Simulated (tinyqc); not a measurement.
sp3s* tight binding with spin-orbit coupling: one step. Levels at Gamma. Three cases, with inputs chosen for the exercise.

Question. At k = 0 only g0 = 1 is left and H falls into 2 x 2 blocks [[E_a, V], [V, E_c]] with roots (E_a + E_c)/2 -/+ sqrt(((E_a - E_c)/2)^2 + V^2); the s* levels stay uncoupled. The direct gap runs from the highest lower root of the p blocks to the lowest upper root.

Spin-orbit coupling acts within the p shell of each atom as (D/3) L.sigma, D = Da or Dc: it puts four states at Ep + D/3 and two at Ep - 2D/3.

Case 1.

Values chosen (near a published set for Ge, fitted to gaps, whose masses and valley positions are rough; spin-orbit coupling, where it is added without a refit, lifts the valence top and shrinks all gaps by about a third of the splitting; not measured data): Esa = -5.894 eV (s level of the anion); Esc = -5.894 eV (s level of the cation); Epa = 1.609 eV (p level of the anion); Epc = 1.609 eV (p level of the cation); Vss = -6.788 eV (s-s); Vxx = 1.605 eV (px-px); Da = 0.28 eV (atomic spin-orbit splitting, anion); Dc = 0.28 eV (the same, cation).

Case 2.

Values chosen (near a published set for Ge, fitted to gaps, whose masses and valley positions are rough; spin-orbit coupling, where it is added without a refit, lifts the valence top and shrinks all gaps by about a third of the splitting; not measured data): Esa = -5.86 eV (s level of the anion); Esc = -5.86 eV (s level of the cation); Epa = 1.598 eV (p level of the anion); Epc = 1.598 eV (p level of the cation); Vss = -6.76 eV (s-s); Vxx = 1.618 eV (px-px); Da = 0.294 eV (atomic spin-orbit splitting, anion); Dc = 0.294 eV (the same, cation).

Case 3.

Values chosen (near a published set for InP, fitted to gaps, whose masses and valley positions are rough; spin-orbit coupling, where it is added without a refit, lifts the valence top and shrinks all gaps by about a third of the splitting; not measured data): Esa = -8.648 eV (s level of the anion); Esc = -1.48 eV (s level of the cation); Epa = 0.878 eV (p level of the anion); Epc = 4.099 eV (p level of the cation); Vss = -5.322 eV (s-s); Vxx = 1.898 eV (px-px); Da = 0.068 eV (atomic spin-orbit splitting, anion); Dc = 0.378 eV (the same, cation).

Give: Blocks at Gamma (eV); direct gap at Gamma.

Answer.

Case 1.

Blocks at Gamma (eV):
```
block               E_a      E_c        V  lower root  upper root
s (Gamma6)      -5.8940  -5.8940  -6.7880    -12.6820      0.8940
p 3/2 (Gamma8)   1.7023   1.7023   1.6050      0.0973      3.3073
p 1/2 (Gamma7)   1.4223   1.4223   1.6050     -0.1827      3.0273
```

direct gap at Gamma = 0.7967 eV

The lowest empty level at Gamma is s-like. The split-off band lies 0.2800 eV below the top, equal to the atomic value.

Case 2.

Blocks at Gamma (eV):
```
block               E_a      E_c        V  lower root  upper root
s (Gamma6)      -5.8600  -5.8600  -6.7600    -12.6200      0.9000
p 3/2 (Gamma8)   1.6960   1.6960   1.6180      0.0780      3.3140
p 1/2 (Gamma7)   1.4020   1.4020   1.6180     -0.2160      3.0200
```

direct gap at Gamma = 0.8220 eV

The lowest empty level at Gamma is s-like. The split-off band lies 0.2940 eV below the top, equal to the atomic value.

Case 3.

Blocks at Gamma (eV):
```
block               E_a      E_c        V  lower root  upper root
s (Gamma6)      -8.6480  -1.4800  -5.3220    -11.4803      1.3523
p 3/2 (Gamma8)   0.9007   4.2250   1.8980      0.0399      5.0858
p 1/2 (Gamma7)   0.8327   3.8470   1.8980     -0.0838      4.7635
```

direct gap at Gamma = 1.3124 eV

The lowest empty level at Gamma is s-like. The split-off band lies 0.1237 eV below the top, between Dc = 0.378 and Da = 0.068 eV, weighted by where the valence p state sits.

Computed by tinyqc, one run a case: `OMP_NUM_THREADS=1 python tinyqc.py N N+1 out.jsonl` with N = 1480002, 1480470, 1480557; one thread of a shared Intel(R) Xeon(R) Processor @ 2.30GHz, about 0.2 s a run at most.
